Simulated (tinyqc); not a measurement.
# From active density N_a back to anneal temperature T_a

Model: solid solubility of a dopant against its melt (retrograde solidus), clustering and the electrically active fraction. Computed by tinyqc, a small Python program. Command: `OMP_NUM_THREADS=1 python tinyqc.py 3015438 3015439 out.jsonl retro inv`. One thread of a shared host (Intel(R) Xeon(R) Processor @ 2.30GHz), about 0.01 s of CPU time with the checks.

Inputs (values chosen for the exercise):
```
quantity                                      value        unit
total dopant density N_t                    8.3e+20      1/cm^3
atoms per cluster m                               2           -
cluster scale N* at 1273 K                  2.4e+20      1/cm^3
activation energy E_b of the cluster scale     0.25          eV
mobility mu                                      85  cm^2/(V s)
```

Clustering: clusters of m atoms, electrons left out.

Constants: k_B = 8.617333262e-05 eV/K; e = 1.602176634e-19 C.

Method. A highly soluble donor (another dopant than that of the solidus) is limited by clustering. Donors N_a are active, and clusters hold m atoms each: N_t = N_a + m C, m C = N* (N_a/N*)^m, with N*(T) = N*(1273 K) exp[-(E_b/k_B)(1/T - 1/1273)]. Resistivity = 1/(e mu N_a).

Problem. A run gave the result below. Find the anneal temperature T_a, known to lie between 1100 and 1500 K.

active density N_a = 3.700578e+20 1/cm^3

Solution.

Each step takes the trial c = (a f_b - b f_a)/(f_b - f_a), f being the result less the target and a, b, c the logarithms of the listed values; c replaces end b, the old b replaces a if the sign of f changed, and otherwise f_a is halved.

Scan of the range:
```
anneal temperature T_a (K)  active density N_a (1/cm^3)
1100                                        2.98545e+20
1160                                        3.14718e+20
1220                                        3.29759e+20
1280                                        3.43749e+20
1350                                        3.58849e+20
1420                                        3.72747e+20
1500                                        3.87302e+20
```

False position (Illinois rule, in the logarithm of the input) inside the bracket:
```
step    end a    end b    trial  active density N_a (1/cm^3)
1     1350.00  1420.00  1406.18                  3.70092e+20
2     1350.00  1406.18  1405.83                  3.70024e+20
3     1406.18  1405.83  1406.00                  3.70058e+20
4     1405.83  1406.00  1406.00                  3.70058e+20
```

Active density N_a rises at every point of a 13-point scan of the range (every second point is shown), so one value fits; it is bracketed by 1350 and 1420. Answer: anneal temperature T_a = 1406 K.

Caution: this clustering law is a generic form; degeneracy and a doping-dependent mobility are left out.
